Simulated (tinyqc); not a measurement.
## Modulation-doped quantum well, Poisson-Schroedinger loop with local exchange and correlation: effect of the sheet density of electrons

A well of width L centred at z = 0 between barriers Vb; effective-mass electrons, parabolic bands. The electrons come from donor sheets outside the mesh, a share fL of Ns on the left and the rest on the right, so the structure is neutral. Energies are counted from the band edge of the well, with U = 0 on the first node in the Hartree part.

Schroedinger equation -C d/dz (1/m) dpsi/dz + (V0 + U) psi = E psi, C = hbar^2/(2 m0), on a fine mesh (400 intervals across the well) with hard walls 9.1 nm outside the well edges (to within half a fine step); the lowest 3 levels are kept. V0 = 0 in the well and Vb outside, plus q Fz z (1 kV/cm = 1e-4 eV/nm). N_k = D Vt ln(1 + exp((EF - E_k)/Vt)), D = md m0 q/(pi hbar^2), sum N_k = Ns; n = sum N_k |psi_k|^2. dU/dz = q (fL Ns - integral of n from the left)/(eps0 eps_r). Added to it: V_xc = -(2 Ry/(pi al rs)) [1 + 0.7734 (rs/21) ln(1 + 21/rs)] (Hedin-Lundqvist), al = (4/(9 pi))^(1/3), rs = (3/(4 pi n))^(1/3)/aB, aB = 4 pi eps0 eps_r hbar^2/(md m0 q^2), Ry = q/(8 pi eps0 eps_r aB) in eV. The loop is converged to 1e-9 eV; shares under 0.001 % are printed as 0.

Values chosen for this exercise; material values close to those of GaAs in AlGaAs:
```
symbol   value   unit                               meaning
T          300      K                           temperature
mw      0.0658     m0              mass along z in the well
mb      0.0902     m0          mass along z in the barriers
md      0.0653     m0                         in-plane mass
Vb       0.256     eV                        barrier height
eps_r     13.1           relative permittivity (all layers)
L         20.8     nm                            well width
fL         0.7         share of the donors on the left side
Fz           0  kV/cm                 applied field along z
```

Constants: q = 1.602176634e-19 C, kB = 1.380649e-23 J/K, hbar = 1.054571817e-34 J s, m0 = 9.1093837015e-31 kg, Vt = kB T/q, eps0 = 8.8541878128e-14 F/cm where lengths are in cm, hbar^2/(2 m0) = 0.0380998212 eV nm^2. Results are converted to the units shown.

Results:

| Ns (cm^-2) | E2 - E1 (meV) | EF - E1 (meV) | share of E2 (%) | centroid (nm) | charge in the barriers (%) | range of U in the well (meV) |
|---|---|---|---|---|---|---|
| 5e10 | 28.7 | -76.2 | 24.1 | -0.120 | 1.14 | 2.97 |
| 9.4e10 | 28.4 | -59.5 | 24.6 | -0.220 | 1.18 | 5.24 |
| 1.7e11 | 27.9 | -43.6 | 25.4 | -0.383 | 1.25 | 9.74 |
| 3.3e11 | 27.0 | -25.1 | 26.8 | -0.683 | 1.42 | 19.7 |
| 1.1e12 | 25.5 | 13.1 | 30.9 | -1.60 | 2.45 | 59.0 |

Estimate the missing row, Ns = 6.1e11 cm^-2.

Computed row:

| Ns (cm^-2) | E2 - E1 (meV) | EF - E1 (meV) | share of E2 (%) | centroid (nm) | charge in the barriers (%) | range of U in the well (meV) |
|---|---|---|---|---|---|---|
| 6.1e11 | 25.9 | -6.74 | 28.8 | -1.10 | 1.76 | 35.4 |

With this row back in the table: As Ns goes from 5e10 to 1.1e12, E2 - E1 falls from 28.7 to 25.5 meV, EF - E1 rises from -76.2 to 13.1 meV and the share of E2 rises from 24.1 to 30.9 %. EF stays below E2 throughout. The band bending across the well rises from 2.97 to 59.0 meV, as Ns^(0.97).

Computed by the program tinyqc: `OMP_NUM_THREADS=1 python tinyqc.py 2140018 2140019 out.jsonl`, one thread of a shared Intel Xeon 2.30GHz, about 0.4 s for the whole run.
